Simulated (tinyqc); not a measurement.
Size effects in the resistivity of thin metal films and interconnect lines. From one set of inputs to another, one input at a time. Computed by tinyqc, a small Python program. Command: `OMP_NUM_THREADS=1 python tinyqc.py 3002301 3002302 out.jsonl size ladder`. One thread of a shared host (Intel(R) Xeon(R) Processor @ 2.30GHz), about 0.01 s of CPU time with the checks.

Electrons lose their drift at surfaces (a share 1 - p of the hits) and at grain boundaries (reflection R), besides bulk scattering.

The inputs printed are set A. Set A is modelled on silver; the values taken over come from a set modelled on aluminium. Inputs not listed in the table keep their values of set A, so the rows need not describe a real material.

Inputs (values chosen for the exercise, modelled on silver):
```
quantity,value,unit
bulk resistivity rho_b,1.61,microohm cm
bulk mean free path lambda,54.5,nm
specularity p,0,-
grain-boundary reflection R,0.15,-
film thickness h,16,nm
grain size over thickness,2.8,-
```

Geometry: film.

Method:
- D = (ratio) h.
- Mayadas-Shatzkes: alpha = (lambda/D) R/(1 - R); rho_b/rho = 1 - 3 alpha/2 + 3 alpha^2 - 3 alpha^3 ln(1 + 1/alpha).
- Fuchs-Sondheimer film: rho_b/rho = 1 - (3/(2 kappa))(1 - p) int_0^1 (s - s^3)(1 - exp(-kappa/s))/(1 - p exp(-kappa/s)) ds, f = rho/rho_b, kappa = thickness/lambda, 80 Gauss-Legendre points.
- Both together (Mayadas-Shatzkes film): rho_b/rho = (rho_b/rho of the grains alone) - (6/(pi kappa))(1 - p) int_0^(pi/2) dphi int_0^1 ds (cos^2 phi/H^2)(s - s^3)(1 - exp(-kappa H/s))/(1 - p exp(-kappa H/s)), H = 1 + alpha/(cos phi sqrt(1 - s^2)), 40 x 80 Gauss-Legendre points.
- Sheet resistance rho/h; additive estimate rho_b (f_surface + f_grain - 1).

Each row keeps all changes above it:
```
input moved,from,to,resistivity rho (microohm cm),rho/rho_b from surfaces,rho/rho_b from grains
set A,-,-,4.5208,2.4946,1.3075
grain size over thickness,2.8,1.9,4.7504,2.4946,1.4487
film thickness h (nm),16,130,1.9903,1.1820,1.0576
grain-boundary reflection R,0.15,0.47,2.3356,1.1820,1.2809
bulk mean free path lambda (nm),54.5,19.1,1.8634,1.0583,1.1006
bulk resistivity rho_b (microohm cm),1.61,2.67,3.0902,1.0583,1.1006
```

Where does the difference come from?

Resistivity rho goes from 4.52 to 3.09, a factor 0.684 in all. The largest single move comes from film thickness h (a factor 0.419), and bulk resistivity rho_b works against it (a factor 1.66). rho/rho_b from surfaces goes from 2.49 to 1.06, a factor 0.424 in all. The largest single move comes from film thickness h (a factor 0.474). rho/rho_b from grains goes from 1.31 to 1.10, a factor 0.842 in all. The largest single move comes from film thickness h (a factor 0.730), and grain-boundary reflection R works against it (a factor 1.21). The single moves hold for this order of the switches; the total does not depend on the order.

Extremes, crossings and ranges named in words are read from the listed rows.
